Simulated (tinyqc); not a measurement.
Deep level with several charge states, and Shockley-Read-Hall recombination: one step. Charge states at a trial Fermi level.

Energies from Ev. The defect has charge states 0, -1, -2 with weights 1, gm exp((EF - E1)/kT), exp((2 EF - E1 - E2)/kT); the shares are the weights over their sum. Boltzmann carriers: n = Nc exp((EF - Eg)/kT), p = Nv exp(-EF/kT). Neutrality: p - n + Nd + Nt <q> = 0.

Constants: kB = 8.617333262e-05 eV/K.

Parameters, chosen for this exercise (gap and densities of states near those of Si at this temperature; the results hold for these values, not for the real material):
- Eg = 1.137 eV (gap)
- Nc = 2.55e+19 1/cm^3 (conduction-band density of states)
- Nv = 1.12e+19 1/cm^3 (valence-band density of states)
- T = 300 K
- E1 = 0.392 eV (level (0/-1) above Ev)
- E2 = 0.729 eV (level (-1/-2) above Ev)
- gm = 1 (degeneracy of the middle state, the others 1)
- Nt = 2.1e+16 1/cm^3 (defects)
- Nd = 4.6e+16 1/cm^3 (ionised shallow donors minus acceptors)
- E_try = 0.647 eV (trial Fermi level)

Problem. Form the exponents, the shares, the mean charge and the residual of neutrality at EF = E_try.

Give: exponents of the second and third weights; shares; <q>; n, p; residual.

Solution.

exponents of the second and third weights: 9.864  6.692

shares: 0 0.0000, -1 0.9597, -2 0.0402

<q> = -1.0402

n, p (1/cm^3): 1.50e+11  1.51e+08

residual = 2.42e+16 1/cm^3

The residual is positive, so EF must rise.

tinyqc: `OMP_NUM_THREADS=1 python tinyqc.py 1681160 1681161 out.jsonl`; about 0.01 s, one thread, shared Intel(R) Xeon(R) Processor @ 2.30GHz.
